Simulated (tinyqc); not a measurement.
## Pinning factor and decay constant from two barriers

Problem. phiB = S (phiM - chi) + (1 - S)(Eg - E0) with S = 1/(1 + (1/S0 - 1) exp(-be ti)). Find S0, S at the given thickness and be.

Inputs (values chosen for the exercise); semiconductor values close to those of silicon; interlayer mass of the order of that in lanthanum oxide, offset chosen freely:

| symbol | value | unit | meaning |
|---|---|---|---|
| Eg | 1.15 | eV | band gap |
| chi | 3.98 | eV | electron affinity |
| E0 | 0.35 | eV | charge-neutrality level above the valence band |
| phiM | 4.11 | eV | metal work function |

phiB at ti = 0, 0.3 nm (eV): 0.6258  0.37140576

Solution. Each barrier gives its S by linear interpolation between the pinned and the unpinned value; the ratio of the two values of 1/S - 1 is exp(be ti).

S0 = 0.260
S = 0.640
be = 5.40 1/nm

tinyqc, about 0.02 s, one thread, Intel Xeon 2.30GHz (shared host): `OMP_NUM_THREADS=1 python tinyqc.py 2270018 2270019 out.jsonl`
